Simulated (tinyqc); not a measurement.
Free-carrier optics of a doped semiconductor (Drude model with one polar phonon): sweeps and comparisons. A value that a table varies takes the place of the one given here.

eps(E) = ei [1 - Ep^2/(E^2 + i E Gam)] + (es - ei) wT^2/(wT^2 - E^2 - i E gT), with Ep^2 = 8 pi c (e^2/(4 pi eps0)) N/(m ei), c = hbar^2/2m0, N in 1/angstrom^3 (1e-24 per 1/cm^3); Gam = hbar/tau, tau = mu m m0/e with m0/e = 5.685630e-12 kg/C and mu in m^2/(V s). Energies in meV.

n + i k = sqrt(eps1 + i eps2) with k >= 0; R = ((n - 1)^2 + k^2)/((n + 1)^2 + k^2) at normal incidence from vacuum; alpha = 2 E k/(hbar c), times 1e8 for 1/cm; loss function Im(-1/eps) = eps2/(eps1^2 + eps2^2).

Constants: hbar^2/2m0 = 3.80998211 eV angstrom^2; e^2/(4 pi eps0) = 14.39964547 eV angstrom; hbar = 6.58211957e-16 eV s; hbar c = 1973.269805 eV angstrom.

Values chosen for the exercise (mass and dielectric values near those of GaN; N and mu are free inputs; interband absorption and the rise of the mass with filling are left out; not measured data): m = 0.193 m0 (conductivity mass); ei = 5.24 (high-frequency dielectric constant); wT = 69.4 meV (TO phonon); es = 9.21 (static dielectric constant); N = 3.8e+17 1/cm^3 (carrier density); mu = 82 cm^2/(V s) (mobility); gT = 0.9 meV (phonon damping); E = 15 meV (photon energy).

## The coupled modes against doping

L-, L+ solve E^4 - (wL^2 + Ep^2) E^2 + Ep^2 wT^2 = 0, wL = wT sqrt(es/ei); damping left out; energies in meV.

Modes:
```
N (1/cm^3)      Ep     L-      L+  Ep sqrt(ei/es)
2.0e+17      16.51  12.37   92.66           12.46
6.0e+17      28.60  21.11   94.01           21.57
2.0e+18      52.22  36.50   99.30           39.39
4.0e+18      73.85  47.45  108.02           55.70
6.0e+18      90.45  53.46  117.42           68.22
1.0e+19     116.77  59.48  136.24           88.07
2.0e+19     165.13  64.49  177.69          124.56
6.0e+19     286.01  67.82  292.70          215.74
2.0e+20     522.19  68.93  525.73          393.88
```

wL = 92.01 meV

How do the results move?

At low density L- follows Ep sqrt(ei/es) (12.37 against 12.46), a plasmon screened by the lattice, and L+ starts at wL. At the highest density L- has come within 0.47 meV of wT, since the carriers screen the field that lifts wL, and L+ is within 3.54 meV of Ep. The branches are closest, 60.57 meV, at 4e+18 1/cm^3 of those listed. The mass is held fixed, while in a real band it rises with filling.

## Reflectance across the plasma edge

Spectrum:
```
E (meV)    eps1   eps2      R  alpha (1/cm)
2.3        8.71  16.12  0.449           511
6.8        8.75   5.42  0.293           605
11.4       8.82   3.19  0.265           610
15.9       8.95   2.24  0.258           599
19.3       9.07   1.81  0.257           586
22.8       9.23   1.50  0.259           571
25.0       9.35   1.35  0.260           560
28.5       9.57   1.16  0.264           541
34.1      10.06   0.94  0.272           511
45.5      11.84   0.69  0.303           464
68.3     113.35  44.28  0.700      1.41e+04
113.8      2.74   0.12  0.061           435
```

What can be read from the table?

Ep = 22.8 meV and Gam = 73.2 meV: Gam exceeds Ep, so damping washes the plasma edge out. R is 0.449 at the lowest energy and lowest, 0.061, at 113.8 meV of those listed; without damping and phonon it would vanish at Ep sqrt(ei/(ei - 1)) = 25.3 meV. At the highest energy R is 0.061, against 0.154 for ei alone. Between the last two rows alpha goes as E^-6.82, where the Drude limit far above Ep and Gam is E^-2; Gam and the phonon term both still act in these rows. The phonon adds its own band of high reflectance between wT = 69.4 meV and about wL = 92.0 meV, which the rows may miss. The lowest R listed is the dip just above wL, not the plasma minimum.

## Free-carrier absorption and index change in the near infrared

At the wavelengths listed E = hc/lambda (hc = 1239.841984 eV nm). Approximate forms: alpha = ei Ep^2 Gam/(E^2 sqrt(ei) hbar c) and dn = -sqrt(ei) Ep^2/(2 E^2). The phonon term is left out here.

Free carriers:
```
lambda (micrometre)  E (meV)  alpha (1/cm)  alpha, approximate         dn  dn, approximate
1.31                   946.4          4.88                4.91  -0.000658        -0.000662
1.55                   799.9          6.82                6.87  -0.000919        -0.000927
2.00                   619.9          11.3                11.4   -0.00152         -0.00154
3.00                   413.3          25.0                25.7   -0.00337         -0.00347
5.00                   248.0          66.0                71.5   -0.00889         -0.00964
8.00                   155.0           151                 183    -0.0203          -0.0247
10.60                  117.0           234                 321    -0.0313          -0.0433
```

What can be read from the table?

At 1.55 micrometre alpha = 6.82 1/cm and dn = -0.000919; a phase shift of pi needs a length lambda/(2 |dn|) = 843 micrometre, over which the loss is 2.50 dB. The approximate alpha is within 5 % up to 3 micrometre of the wavelengths listed; it needs photon energies well above both Ep and Gam, which lie at 54.5 and 16.9 micrometre. Interband and intervalley absorption are left out.

## What moves the optical constants

At the energy E. Each row changes one parameter from the base and keeps the others.

Results:
```
case                  Ep (meV)  Gam (meV)       R  alpha (1/cm)
base                     22.76      73.15  0.2588           602
N = 5.7e+17 1/cm^3       27.88      73.15  0.2668           904
m = 0.2316 m0            20.78      60.96  0.2568           595
mu = 49.2 cm^2/(V s)     22.76     121.92  0.2585           368
ei = 5.5                 22.22      73.15  0.2585           602
E = 18 meV               22.76      73.15  0.2574           592
```

What can be read from the table?

The largest shifts from the base row, up to three for each result and ties (the steps differ in size, so this ranks the rows, not the parameters). Ep (meV): N +5.12, m -1.98, ei -0.54; unchanged at the printed digits by mu and E. Gam (meV): mu +48.77, m -12.19; unchanged at the printed digits by N, ei and E. R: N +0.0080, m -0.0020, E -0.0014. alpha (1/cm): N +302, mu -234, E -10.5; unchanged at the printed digits by ei.

Program tinyqc; command `OMP_NUM_THREADS=1 python tinyqc.py 1680974 1680975 out.jsonl`; about 0.01 s on one thread of a shared Intel(R) Xeon(R) Processor @ 2.30GHz.
